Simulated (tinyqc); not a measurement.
# Changing the carrier flow F2

Model: precursor delivery by bubblers, mass-transport growth and the solid composition of a III-V alloy. Computed by tinyqc, a small Python program. Command: `OMP_NUM_THREADS=1 python tinyqc.py 3012199 3012200 out.jsonl movpe_thermo sweep`. One thread of a shared host (Intel(R) Xeon(R) Processor @ 2.30GHz), about 0.01 s of CPU time with the checks.

1 sccm = 44.615 micromol/min; 1 torr = 133.322 Pa. The sources decompose fully at the surface.

Inputs (values chosen for the exercise, modelled on triethylgallium (source 1) and trimethylindium (source 2) for the vapour pressures):
```
quantity                                                                                                  value        unit
bath temperature T1                                                                                         289           K
bath temperature T2                                                                                         290           K
bubbler pressure p_b                                                                                       1000        torr
carrier flow F1                                                                                              23        sccm
total flow F_t                                                                                              4.7         slm
group-V flow F_V                                                                                            400        sccm
reactor pressure p                                                                                          200        torr
growth temperature T                                                                                       1000           K
diffusivity at 273 K and 760 torr                                                                          0.36      cm^2/s
flow cross-section A                                                                                         19        cm^2
distance from the leading edge z                                                                            5.1          cm
lattice constant a                                                                                         5.91    angstrom
interaction L0 of the solid                                                                                18.9      kJ/mol
log10 of p_B,eq over pure BC at 1000 K and 1 torr of group V (exaggerated: liquid indium has about -4.1)   -2.7  log10 torr
enthalpy of that equilibrium H                                                                              277      kJ/mol
```

Alloy: mixing on the group-III sites, with desorption of B.

constants a, b of source 1 (log10 torr, K): 8.08  2162

constants a, b of source 2 (log10 torr, K): 10.5  3014

Constants: k_B = 1.380649e-23 J/K; R = 8.314462618 J/(mol K).

Method:
- log10 p_v = a - b/T_bath; molar flow = F x 44.615 x p_v/(p_b - p_v) for a saturated bubbler.
- p_i = p n_i/(44615 F_t), F_t in slm; p_V = p F_V/(1000 F_t), counted per molecule supplied; V/III = 44.615 F_V/(n1 + n2); vapour fraction of source 2 = n2/(n1 + n2).
- Mean velocity u = (F_t/A)(760/p)(T/273); D = D0 (T/273)^1.75 (760/p); boundary layer delta = sqrt(pi D z/u); flux = D dp/(delta k_B T); growth rate = flux x a^3/4.
- A sticks fully. B desorbs: its surface pressure is p_B* = x gamma_B K/sqrt(p_V), ln gamma_B = L0 (1 - x)^2/(R T), K = 10^(log10 K at 1000 K) exp[-(H/R)(1/T - 1/1000)], p_V in torr. With equal diffusivities x = (p_2 - p_B*)/(p_1 + p_2 - p_B*). Growth rate = rate per torr x p_1/(1 - x).

One run for each value:
```
carrier flow F2 (sccm)  solid fraction x  vapour fraction of source 2  growth rate (micrometre/h)  V/III ratio
5.5                              0.03733                      0.07132                      0.5014       4049.9
9.3                              0.06588                      0.11493                      0.5168       3859.7
16.0                             0.12035                      0.18261                      0.5488       3564.5
45.0                             0.33990                      0.38587                      0.7313       2678.1
77.0                             0.49122                      0.51810                      0.9488       2101.5
130.0                            0.63080                      0.64478                      1.3075       1549.1
220.0                            0.74777                      0.75441                      1.9138       1071.0
```

Give the missing row, carrier flow F2 (sccm) = 27.0.

Computed row:
```
carrier flow F2 (sccm)  solid fraction x  vapour fraction of source 2  growth rate (micrometre/h)  V/III ratio
27.0                             0.21212                      0.27378                      0.6127       3167.0
```

Interpolating between the two neighbouring rows (the first column on a logarithmic scale, the others too where they are positive) misses most in solid fraction x, by 4.1 %. Over the rows, solid fraction x rises from 0.0373 to 0.748 (exponent d ln y / d ln x 1.1 between the first rows and 0.32 between the last); vapour fraction of source 2 rises from 0.0713 to 0.754 (exponent d ln y / d ln x 0.91 between the first rows and 0.30 between the last); growth rate (micrometre/h) rises from 0.501 to 1.91 (exponent d ln y / d ln x 0.057 between the first rows and 0.72 between the last).

Caution (all rows): the boundary layer is a quarter or more of the root of the cross-section, so it fills much of the channel and depletion along the flow matters. Caution (rows 45.0, 77.0, 130): x lies inside the spinodal of the bulk alloy, 2 L0 x (1 - x) > R T; only kinetics or coherency strain keep such a layer uniform.

Extremes, crossings and ranges named in words are read from the listed rows.
